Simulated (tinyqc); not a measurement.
# From one set of inputs to another, one input at a time

Model: charge control and current of a heterostructure field-effect transistor. Computed by tinyqc, a small Python program. Command: `OMP_NUM_THREADS=1 python tinyqc.py 3010973 3010974 out.jsonl hemt ladder`. One thread of a shared host (Intel(R) Xeon(R) Processor @ 2.30GHz), about 0.02 s of CPU time with the checks.

Two subbands in a triangular well; E_F is counted from the conduction band edge of the channel at the interface.

The inputs printed are set A. Inputs not listed in the table keep their values of set A, so the rows need not describe a real material.

Inputs (values chosen for the exercise, modelled on AlGaN/GaN):
```
quantity,value,unit
channel mass m,0.2,m_0
permittivity eps (barrier and channel),9.26,-
barrier thickness d,12,nm
Schottky barrier phi_B,1.4,eV
conduction band offset dE_c,0.41,eV
polarisation charge sigma/e,1.6e+13,1/cm^2
gate voltage V_G,-0.24,V
mobility mu,1400,cm^2/(V s)
saturation velocity v_s,1.1,1e7 cm/s
gate length L,370,nm
source resistance R_S,0,ohm mm
temperature T,400,K
mixing,0.3,-
iteration cap,200,-
```

Charge source: polarisation. Velocity law: two-piece.

Constants: e = 1.602176634e-19 C; eps_0 = 8.8541878128e-12 F/m; k_B = 8.617333262e-05 eV/K; hbar = 1.054571817e-34 J s; m_0 = 9.1093837015e-31 kg; k_B = 1.380649e-23 J/K.

Method:
- Threshold V_T = phi_B - dE_c - sigma d/(eps eps_0) (in volts); C_b = eps eps_0/d.
- Charge control: n_s = C_b (V_G - V_T - E_F/e)/e. Well: mean field F = e n_s/(2 eps eps_0), E_i = (hbar^2/2m)^(1/3) [(3 pi e F/2)(i + 3/4)]^(2/3), i = 0, 1; n_s = D k_B T sum_i ln(1 + exp((E_F - E_i)/k_B T)), D = m/(pi hbar^2), which is solved in closed form for E_F.
- Iteration from n_s = C_b (V_G - V_T)/(2e): E_F from n_s, n_out from the charge control, n_new = n_s + mixing (n_out - n_s), kept above n_s/10; stop when |n_out/n_s - 1| < 1e-9.
- C_g = e dn_s/dV_G = 1/(1/C_b + 1/C_q), 1/C_q = d(E_F/e)/d(e n_s) by a central difference of +/- 0.1 % in n_s; added distance dd = eps eps_0/C_q.
- With V = e n_s/C_g and V_c = v_s L/mu: for v = mu F up to v_s, I/W = C_g v_s V_c (sqrt(1 + (V/V_c)^2) - 1) and V_Dsat = V + V_c - sqrt(V^2 + V_c^2); g_m = dI/dV; extrinsic g_m/(1 + g_m R_S); f_T = g_m/(2 pi C_g L).

Each row keeps all changes above it:
```
input moved,from,to,sheet density n_s (1/cm^2),extrinsic g_m (mS/mm),intrinsic f_T (GHz)
set A,-,-,9.1628e+12,656.48,46.985
conduction band offset dE_c (eV),0.41,0.24,8.5259e+12,654.23,46.936
mobility mu (cm^2/(V s)),1400,2100,8.5259e+12,657.16,47.146
saturation velocity v_s (1e7 cm/s),1.1,1.2,8.5259e+12,716.42,51.397
channel mass m (m_0),0.2,0.21,8.5602e+12,718.70,51.397
gate length L (nm),370,420,8.5602e+12,717.82,45.223
Schottky barrier phi_B (eV),1.4,1.2,9.3121e+12,720.41,45.260
barrier thickness d (nm),12,19,1.1591e+13,479.16,45.412
```

Where does the difference come from?

Sheet density n_s goes from 9.16e12 to 1.16e13, a factor 1.26 in all. The largest single move comes from barrier thickness d (a factor 1.24), and conduction band offset dE_c works against it (a factor 0.930). Extrinsic g_m goes from 656 to 479, a factor 0.730 in all. The largest single move comes from barrier thickness d (a factor 0.665), and saturation velocity v_s works against it (a factor 1.09). Intrinsic f_T goes from 47.0 to 45.4, a factor 0.967 in all. The largest single move comes from gate length L (a factor 0.880), and saturation velocity v_s works against it (a factor 1.09). The single moves hold for this order of the switches; the total does not depend on the order.

Caution (rows conduction band offset dE_c, mobility mu, saturation velocity v_s, channel mass m, gate length L, Schottky barrier phi_B, barrier thickness d): E_F lies above the conduction band minimum of the barrier, so electrons would spill into the barrier.

Extremes, crossings and ranges named in words are read from the listed rows.
